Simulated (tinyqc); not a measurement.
Exciton in an atomically thin sheet (Rytova-Keldysh potential), step by step. Values are carried at full precision from step to step, so a last printed digit may differ when a step is redone from the rounded ones.

Constants: Ry = 13.60569312 eV; a0 (Bohr radius) = 0.5291772105 angstrom; hbar^2/2m0 = 3.80998211 eV angstrom^2; e^2/(4 pi eps0) = 14.39964547 eV angstrom.

Parameters, chosen for this exercise (near those of a MoTe2 monolayer; not measured data): me = 0.554 m0 (electron mass); mh = 0.611 m0 (hole mass); kap = 2.45 (mean dielectric constant of the surroundings); Eg = 1.37 eV (gap, in these surroundings); al = (0.00101, 0.00455, 0.0205) 1/angstrom^2 (exponents a_i); r0 = 70.1 angstrom (screening length of the sheet).

## Exciton units

1/mu = 1/me + 1/mh, Ry* = Ry mu/kap^2, a* = a0 kap/mu.

mu = 0.29055 m0
Ry* = 658.588 meV
a* = 4.46 angstrom

## Hydrogen-like series

Binding Ry*/n^2 in three dimensions and Ry*/(n - 1/2)^2 in two; strengths relative to n = 1 go as 1/n^3 and (1/2)^3/(n - 1/2)^3. Lines at Eg less the binding.

Series:
```
n  3D binding (meV)  3D line (eV)  3D strength  2D binding (meV)  2D line (eV)  2D strength
1            658.59        0.7114       1.0000           2634.35       -1.2644       1.0000
2            164.65        1.2054       0.1250            292.71        1.0773       0.0370
3             73.18        1.2968       0.0370            105.37        1.2646       0.0080
4             41.16        1.3288       0.0156             53.76        1.3162       0.0029
```

The two-dimensional value exceeds the gap: with bare Coulomb screening the model fails here, and the screening of the sheet itself is needed.

## Overlap and kinetic matrices

Relative motion in the plane with V(k) = -2 pi q/(k (kap + r0 k)), q = e^2/(4 pi eps0), c = hbar^2/2m0. Normalised Gaussians exp(-a_i r^2): with A = a_i + a_j, S_ij = 2 sqrt(a_i a_j)/A, T_ij = (4c/mu)(a_i a_j/A) S_ij, V_ij = -q S_ij times the integral over k from 0 to infinity of exp(-k^2/4A)/(kap + r0 k).

Form S and T.

S, lower triangle:
```
         1        2        3
1  1.00000
2  0.77112  1.00000
3  0.42308  0.77109  1.00000
```

T (eV), lower triangle:
```
         1        2        3
1  0.02649
2  0.03343  0.11933
3  0.02136  0.15060  0.53763
```

## Potential matrix

Evaluate the integrals numerically.

V (eV), lower triangle:
```
          1         2         3
1  -0.23011
2  -0.23353  -0.34167
3  -0.17512  -0.32943  -0.47117
```

## Levels in the small basis

Solve (T + V) u = E S u; give the two lowest levels and the ground vector with u S u = 1 and its largest component positive.

levels (eV): -0.2360  -0.0551

ground vector: 0.440  0.569  0.073

## The converged series

Converged values use 20 Gaussians with exponents 2^i/b^2, i = -11 to 8, b the larger of a0 kap/(2 mu) and sqrt(a0 r0/mu), a0 = 0.5291772 angstrom; p states use r exp(i theta) exp(-a r^2).

Levels against the two-dimensional hydrogen series Ry*/(n - 1/2)^2; eps_n is the dielectric constant that would give each level in that series.

Series:
```
state  binding (meV)  hydrogen (meV)  eps_n  Eg + E (eV)
1s             236.6          2634.4   8.18        1.133
2p             114.0           292.7   3.93        1.256
2s              89.8           292.7   4.42        1.280
3p              58.0           105.4   3.30        1.312
3s              48.5           105.4   3.61        1.321
```

eps_n falls from 8.18 (1s) to 3.61 (3s) towards kap = 2.45: larger orbits see less of the sheet. 2p is bound 24.2 meV more strongly than 2s, which pure Coulomb attraction keeps degenerate. The small basis misses the 1s binding by 0.6 meV.

## Checks

- 1s binding for r0 = 0 against 4 Ry*, meV: 2633 against 2634.
- 2p binding for r0 = 0 against 4 Ry*/9, meV: both 292.7.

Run: tinyqc, `OMP_NUM_THREADS=1 python tinyqc.py 1250754 1250755 out.jsonl`; Intel(R) Xeon(R) Processor @ 2.30GHz, one thread, shared host; about 0.02 s of CPU time with all checks.
